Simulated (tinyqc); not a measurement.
Implant damage, amorphisation by cascade overlap, and solid-phase epitaxial regrowth. From time with enhancement back to anneal temperature. Computed by tinyqc, a small Python program. Command: `OMP_NUM_THREADS=1 python tinyqc.py 3112654 3112655 out.jsonl sper inv`. One thread of a shared host (Intel(R) Xeon(R) Processor @ 2.30GHz), about 0.02 s of CPU time with the checks.

Range and width of the damage are inputs. Dynamic annealing enters only through the surviving share f.

Inputs (values chosen for the exercise, modelled on silicon ions in silicon):
```
quantity                           value    unit
atomic density N                    49.9  1/nm^3
ion Z1                                14       -
ion mass M1                           28       u
target Z2                             14       -
target mass M2                     28.09       u
ion energy E                          10     keV
displacement energy E_d               14      eV
depth of the damage peak R_d         8.2      nm
width of the damage profile s_d      4.9      nm
share of defects that survive f     0.88       -
critical displaced share x_c         0.2       -
dose Q                           4.7e+15  1/cm^2
regrowth prefactor v0            5.2e+15    nm/s
regrowth energy E_a                 2.72      eV
rate relative to (100)              0.33       -
peak enhancement by the dopant       3.2       -
```

Constants: a_0 = 0.529177210903 angstrom; e^2/(4 pi eps_0) = 14.39964548 eV angstrom; k_B = 8.617333262e-05 eV/K.

Method:
- Robinson partition: eps = E a M2/(Z1 Z2 (e^2/(4 pi eps_0)) (M1 + M2)), a = 0.8853 a_0/sqrt(Z1^(2/3) + Z2^(2/3)); k = 0.0793 Z1^(2/3) Z2^(1/2) (M1 + M2)^(3/2)/((Z1^(2/3) + Z2^(2/3))^(3/4) M1^(3/2) M2^(1/2)); damage energy T_d = E/(1 + k (eps + 0.40244 eps^(3/4) + 3.4008 eps^(1/6))); displacements nu = 0.8 T_d/(2 E_d).
- Displaced share x(z) = f nu Q exp(-(z - R_d)^2/(2 s_d^2))/(sqrt(2 pi) s_d N); the layer is amorphous where x > x_c, between R_d -/+ s_d sqrt(2 ln(x_max/x_c)), the upper edge being cut at the surface. Threshold dose Q_c = Q x_c/x_max.
- v = v0 x orientation factor x exp(-E_a/(k_B T)) x [1 + (enhancement - 1) exp(-(z - R_d)^2/(2 s_d^2))], T = anneal temperature + 273.15 K; the dopant is taken to follow the damage profile; the lower front moves from the lower edge z2 to the surface, or to the middle (z1 + z2)/2 of a buried layer with upper edge z1; time = int dz/v; the equivalent undoped distance is that time times the undoped velocity.

Problem. A run gave the result below. Find the anneal temperature, known to lie between 320 and 760 C.

time with enhancement = 422.4392 s

Solution.

Each step takes the trial c = (a f_b - b f_a)/(f_b - f_a), f being the result less the target and a, b, c the logarithms of the listed values; c replaces end b, the old b replaces a if the sign of f changed, and otherwise f_a is halved.

Scan of the range:
```
anneal temperature (C)  time with enhancement (s)
320                                   9.01214e+08
370                                   1.43925e+07
427                                   2.64806e+05
493                                   5.44878e+03
570                                   1.26560e+02
658                                   3.67940e+00
760                                   1.29520e-01
```

False position (Illinois rule, in the logarithm of the input) inside the bracket:
```
step    end a    end b    trial  time with enhancement (s)
1     493.000  570.000  565.420                    155.275
2     493.000  565.420  558.022                    217.069
3     493.000  558.022  548.394                    338.744
4     493.000  548.394  541.573                    467.288
5     548.394  541.573  543.943                    417.612
6     541.573  543.943  543.712                    422.195
7     541.573  543.712  543.689                    422.656
8     543.712  543.689  543.700                    422.439
9     543.689  543.700  543.700                    422.439
```

Time with enhancement falls at every point of a 13-point scan of the range (every second point is shown), so one value fits; it is bracketed by 493 and 570. Answer: anneal temperature = 543.7 C.
